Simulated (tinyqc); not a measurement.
Inputs raised by 10 %, one at a time: carrier lifetime from Shockley-Read-Hall, radiative, Auger and surface recombination. Computed by tinyqc, a small Python program. Command: `OMP_NUM_THREADS=1 python tinyqc.py 3013970 3013971 out.jsonl lifetime sens`. One thread of a shared host (Intel(R) Xeon(R) Processor @ 2.30GHz), about 0.03 s of CPU time with the checks.

Energies are counted from the top of the valence band. Boltzmann statistics, full ionisation, and equal excess densities of electrons and holes.

Inputs (values chosen for the exercise, with bands modelled on GaN):
```
quantity                          value        unit
gap E_g                            3.43          eV
electron mass m_e                 0.204         m_0
valleys M_c                           1           -
hole mass m_h                      1.42         m_0
temperature T                       300           K
doping N                        3.3e+15       cm^-3
trap level E_t                     1.81          eV
trap density N_t                5.1e+14       cm^-3
electron cross-section sigma_n  6.8e-16        cm^2
hole cross-section sigma_p      7.9e-17        cm^2
radiative coefficient B         9.7e-11      cm^3/s
Auger coefficient C_n           6.6e-32      cm^6/s
Auger coefficient C_p           4.7e-30      cm^6/s
excess density dn               1.8e+15       cm^-3
generation rate G               2.1e+21  cm^-3 s^-1
diffusion coefficient D             4.9      cm^2/s
surface velocity S                 3500        cm/s
thickness W                         5.1  micrometre
```

Doping: n-type. Surface term: two equal surfaces.

Constants: m_0 = 9.1093837015e-31 kg; k_B = 1.380649e-23 J/K; h = 6.62607015e-34 J s; k_B = 8.617333262e-05 eV/K.

Method:
- N_c = 2 M_c (2 pi m_e k_B T/h^2)^(3/2) and N_v = 2 (2 pi m_h k_B T/h^2)^(3/2), masses in units of m_0.
- n_i = sqrt(N_c N_v) exp(-E_g/2 k_B T); majority density N/2 + sqrt(N^2/4 + n_i^2), minority density n_i^2 over it.
- v = sqrt(3 k_B T/m) with m_e or m_h; tau_n0 = 1/(sigma_n v_n N_t), tau_p0 = 1/(sigma_p v_p N_t); n1 = N_c exp(-(E_g - E_t)/k_B T), p1 = N_v exp(-E_t/k_B T).
- The slowest diffusion mode has x tan x = S W/(2 D) with 0 < x < pi/2 (bisection), and tau_s = W^2/(4 x^2 D). The common approximation is W/(2 S) + W^2/(pi^2 D).
- With n = n_0 + dn, p = p_0 + dn and U/dn = 1/tau: (n p - n_i^2)/dn = n_0 + p_0 + dn = s; 1/tau_SRH = s/[tau_p0 (n + n1) + tau_n0 (p + p1)]; 1/tau_rad = B s; 1/tau_Aug = (C_n n + C_p p) s; the rates add, with 1/tau_s.
- Radiative efficiency = tau_eff/tau_rad; effective diffusion length = sqrt(D tau_eff).
- dn solves dn/tau_eff(dn) = G (60 bisections in ln dn between 1e-2 and 1e22 cm^-3); the splitting of the quasi-Fermi levels is k_B T ln(n p/n_i^2).

Runs; columns: (1) input moved; (2) from; (3) to; (4) tau_SRH at dn (s); (5) radiative efficiency at dn; (6) steady excess density (cm^-3); (7) effective diffusion length at dn (micrometre):
```
(1)                                        (2)       (3)         (4)       (5)         (6)     (7)
base run                                     -         -  2.5717e-06  0.035809  1.5373e+14  5.9556
trap density N_t (cm^-3)               5.1e+14  5.61e+14  2.3379e-06  0.035709  1.5329e+14  5.9472
electron cross-section sigma_n (cm^2)  6.8e-16  7.48e-16  2.5682e-06  0.035808  1.5373e+14  5.9555
hole cross-section sigma_p (cm^2)      7.9e-17  8.69e-17  2.3415e-06  0.035711  1.5329e+14  5.9474
Auger coefficient C_n (cm^6/s)         6.6e-32  7.26e-32  2.5717e-06  0.035809  1.5373e+14  5.9556
Auger coefficient C_p (cm^6/s)         4.7e-30  5.17e-30  2.5717e-06  0.035809  1.5373e+14  5.9556
excess density dn (cm^-3)              1.8e+15  1.98e+15  2.5742e-06  0.037027  1.5373e+14  5.9519
thickness W (micrometre)                   5.1      5.61  2.5717e-06  0.039353  1.6911e+14  6.2433
```

Exponents ln(y'/y) / ln(x'/x):
```
input                           tau_SRH at dn  radiative efficiency at dn  steady excess density  effective diffusion length at dn
trap density N_t                       -1.000                      -0.029                 -0.030                            -0.015
electron cross-section sigma_n         -0.015                       0.000                  0.000                             0.000
hole cross-section sigma_p             -0.984                      -0.029                 -0.030                            -0.014
Auger coefficient C_n                   0.000                       0.000                  0.000                             0.000
Auger coefficient C_p                   0.000                       0.000                  0.000                             0.000
excess density dn                       0.010                       0.351                  0.000                            -0.006
thickness W                             0.000                       0.990                  1.001                             0.495
```

Among the inputs moved here: tau_SRH at dn answers most in size to trap density N_t (exponent -1.000), and about equally to hole cross-section sigma_p (-0.984); its exponent is below 0.0005 for Auger coefficient C_n, Auger coefficient C_p, thickness W. Its exponent -1.000 in trap density N_t: both capture times go as 1/N_t. Radiative efficiency at dn answers most in size to thickness W (exponent +0.990), next to excess density dn (+0.351); its exponent is below 0.0005 for electron cross-section sigma_n, Auger coefficient C_n, Auger coefficient C_p. Steady excess density answers most in size to thickness W (exponent +1.001), next to trap density N_t (-0.030); its exponent is below 0.0005 for electron cross-section sigma_n, Auger coefficient C_n, Auger coefficient C_p, excess density dn. Effective diffusion length at dn answers most in size to thickness W (exponent +0.495), next to trap density N_t (-0.015); its exponent is below 0.0005 for electron cross-section sigma_n, Auger coefficient C_n, Auger coefficient C_p.

Caution (all rows): the trap density is not small against the doping, so trapped charge breaks the equality of the excess densities. Caution (all rows): beyond low injection D should be the ambipolar coefficient.

Extremes, crossings and ranges named in words are read from the listed rows.
